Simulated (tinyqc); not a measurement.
# p-type polysilicon, carrier trapping at grain boundaries: effect of the temperature

One-dimensional grains of size Lg, uniform ionised doping N, monovalent traps Qt at each boundary at a depth Et below (for electrons) or above (for holes) the band edge there, abrupt depletion of width W on each side of a boundary, Boltzmann statistics. xi is the distance from the band edge at the grain centre to the Fermi level. Trapped charge Qt/(1 + exp((xi + VB - Et)/Vt)) = 2 N W, barrier VB = q N W^2/(2 eps0 eps_r).

NB is given at 300 K and scales as (T/300 K)^1.5. If the trap equation with xi = Vt ln(NB/N) has a root W < Lg/2, the grain is partly depleted; otherwise W = Lg/2 and the trap equation gives xi = Et - VB + Vt ln(Qt/(N Lg) - 1). N* = Qt/Lg. n0 = NB exp(-xi/Vt); mean density n0 (1 - 2 W/Lg) by charge balance in a partly depleted grain, and n0 (sqrt(pi)/2) erf(u)/u with u = sqrt(VB/Vt) in a fully depleted one; v = sqrt(kB T/(2 pi ms m0)); barrier resistivity Vt exp(VB/Vt)/(q fe n0 v Lg); grain resistivity (1 - 2 W/Lg)/(q n0 mug); effective mobility 1/(q mean density total resistivity). Rows with xi above 0.45 V, towards mid-gap, are left out, since the other carrier type is ignored.

Values chosen for this exercise; values of the order met in polycrystalline silicon:

| symbol | value | unit | meaning |
|---|---|---|---|
| eps_r | 11.7 |  | relative permittivity |
| NB | 2.65e19 | cm^-3 | valence-band density of states at the reference temperature |
| Lg | 290 | nm | grain size |
| Qt | 2.2e12 | cm^-2 | trap density of a grain boundary |
| Et | 0.4 | eV | depth of the trap level from the majority band edge at the boundary |
| ms | 0.36 | m0 | mass for thermionic emission |
| fe | 0.12 |  | correction factor of the emission rate |
| mug | 250 | cm^2/(V s) | mobility inside the grains |
| N | 2.2e17 | cm^-3 | doping |

Constants: q = 1.602176634e-19 C, kB = 1.380649e-23 J/K, m0 = 9.1093837015e-31 kg, Vt = kB T/q, eps0 = 8.8541878128e-14 F/cm where lengths are in cm. Results are converted to the units shown.

The same in every row: N/N* = 2.9000.

Effect of the temperature:

| T (K) | depleted share 2 W/Lg | VB (V) | xi (V) | mean density (cm^-3) | resistivity (ohm cm) | effective mobility (cm^2/(V s)) |
|---|---|---|---|---|---|---|
| 200 | 0.28934 | 0.29944 | 0.072094 | 1.5635e17 | 1.3483e6 | 2.9608e-5 |
| 240 | 0.27881 | 0.27804 | 0.092169 | 1.5866e17 | 28992 | 0.0013569 |
| 280 | 0.26793 | 0.25677 | 0.11311 | 1.6106e17 | 1900.6 | 0.020390 |
| 320 | 0.25671 | 0.23572 | 0.13479 | 1.6352e17 | 250.49 | 0.15238 |
| 360 | 0.24515 | 0.21496 | 0.15712 | 1.6607e17 | 52.698 | 0.71319 |
| 400 | 0.23323 | 0.19457 | 0.18003 | 1.6869e17 | 15.435 | 2.3971 |
| 440 | 0.22095 | 0.17461 | 0.20345 | 1.7139e17 | 5.7815 | 6.2988 |

Read the table: what changes, and by how much?

As T goes from 200 to 440, VB falls from 0.299 to 0.175 V, the resistivity falls from 1.35e6 to 5.78 ohm cm and the effective mobility rises from 2.96e-5 to 6.30 cm^2/(V s). The activation energy kB ln(rho1/rho2)/(1/T1 - 1/T2) is 0.397 eV between the first two rows and 0.372 eV between the last two; mug is held fixed.

Computed by the program tinyqc: `OMP_NUM_THREADS=1 python tinyqc.py 2830281 2830282 out.jsonl`, one thread of a shared Intel Xeon 2.30GHz, about 0.01 s for the whole run.
